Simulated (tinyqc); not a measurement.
Deep trap from a strong local potential in a two-band host (Koster-Slater model with semi-elliptic bands): one step, computed by the program tinyqc. Command: `OMP_NUM_THREADS=1 python tinyqc.py 3030878 3030879 out.jsonl deeptrap walk`. One thread of a shared host (Intel(R) Xeon(R) Processor @ 2.30GHz), about 0.02 s of CPU time with the checks.

The valence band spans -2 W_v to 0 and the conduction band E_g to E_g + 2 W_c. The orbital at the impurity site has weight f_v in the valence band and 1 - f_v in the conduction band, each spread as a semi-ellipse (2/(pi W^2)) sqrt(W^2 - x^2) about the band centre. The impurity adds U to this orbital. Spin is left out.

Problem. Green function at the trial energy. In the gap G(E) = f_v (2/W_v^2)[x - sqrt(x^2 - W_v^2)] - (1 - f_v)(2/W_c^2)[y - sqrt(y^2 - W_c^2)], x = E + W_v, y = E_g + W_c - E. The potential that would put a level at E is U = 1/G(E).

Inputs (values chosen for the exercise, with a gap close to that of InP):
```
quantity                                value  unit
gap E_g                                  1.35    eV
half-width of the valence band W_v        5.8    eV
half-width of the conduction band W_c     5.1    eV
valence weight f_v of the site orbital   0.53     -
trial energy E                          0.768    eV
```

Impurity: attractive, donor-like.

Give: valence part; conduction part; G(E); potential needed.

Solution.

valence part = 0.10984 1/eV

conduction part = -0.11482 1/eV

G(E) = -0.0049712 1/eV

potential needed = -201.16 eV
